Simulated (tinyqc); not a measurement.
Free-carrier optics of a doped semiconductor (Drude model with one polar phonon), step by step. Values are carried at full precision from step to step, so a last printed digit may differ when a step is redone from the rounded ones.

eps(E) = ei [1 - Ep^2/(E^2 + i E Gam)] + (es - ei) wT^2/(wT^2 - E^2 - i E gT), with Ep^2 = 8 pi c (e^2/(4 pi eps0)) N/(m ei), c = hbar^2/2m0, N in 1/angstrom^3 (1e-24 per 1/cm^3); Gam = hbar/tau, tau = mu m m0/e with m0/e = 5.685630e-12 kg/C and mu in m^2/(V s). Energies in meV.

Constants: hbar^2/2m0 = 3.80998211 eV angstrom^2; e^2/(4 pi eps0) = 14.39964547 eV angstrom; hbar = 6.58211957e-16 eV s; hbar c = 1973.269805 eV angstrom.

Parameters, chosen for this exercise (mass and dielectric values near those of GaSb; N and mu are free inputs; interband absorption and the rise of the mass with filling are left out; shifted at random, so the results belong to these values and not to a real crystal):
- N = 9.3e+16 1/cm^3 (carrier density)
- m = 0.0404 m0 (conductivity mass)
- mu = 26000 cm^2/(V s) (mobility)
- ei = 14.22 (high-frequency dielectric constant)
- wT = 27.6 meV (TO phonon)
- es = 15.75 (static dielectric constant)
- gT = 0.6 meV (phonon damping)
- E = 41.5 meV (photon energy)

## Plasma energy and damping

Evaluate Ep, tau, Gam, the plasma wavelength hc/Ep (hc = 1239.841984 eV nm) and the dc resistivity 1/(e N mu), e = 1.602176634e-19 C.

Ep = 14.94 meV
tau = 597.22 fs
Gam = 1.10 meV
plasma wavelength = 82.99 micrometre
rho = 0.00258 ohm cm

Ep/Gam = 13.56: the plasma edge is sharp.

## Dielectric function at one energy

Insert the numbers.

free-carrier term = -1.8417+0.0489i
eps = 11.1657+0.0803i

## Optical constants

n + i k = sqrt(eps1 + i eps2) with k >= 0; R = ((n - 1)^2 + k^2)/((n + 1)^2 + k^2) at normal incidence from vacuum; alpha = 2 E k/(hbar c), times 1e8 for 1/cm; loss function Im(-1/eps) = eps2/(eps1^2 + eps2^2).

Convert eps at the photon energy E (in meV) into the optical constants.

n = 3.3415
k = 0.0120
R = 0.2909
alpha = 50.6 1/cm

Light of this energy penetrates 1/alpha = 198 micrometre.

## Coupled plasmon-phonon modes

Without damping eps = 0 gives E^4 - (wL^2 + Ep^2) E^2 + Ep^2 wT^2 = 0 with wL = wT sqrt(es/ei) (Lyddane-Sachs-Teller).

wL = 29.05 meV

L-, L+ (meV): 13.96  29.53

L+ lies 0.48 meV above the larger of wL and Ep; L- lies below wT by 13.64 meV.

## Checks

- Integral of E eps2 of the free-carrier term against (pi/2) ei Ep^2 (meV^2): both 4985.8.

tinyqc: `OMP_NUM_THREADS=1 python tinyqc.py 1680997 1680998 out.jsonl`; about 0.01 s, one thread, shared Intel(R) Xeon(R) Processor @ 2.30GHz.
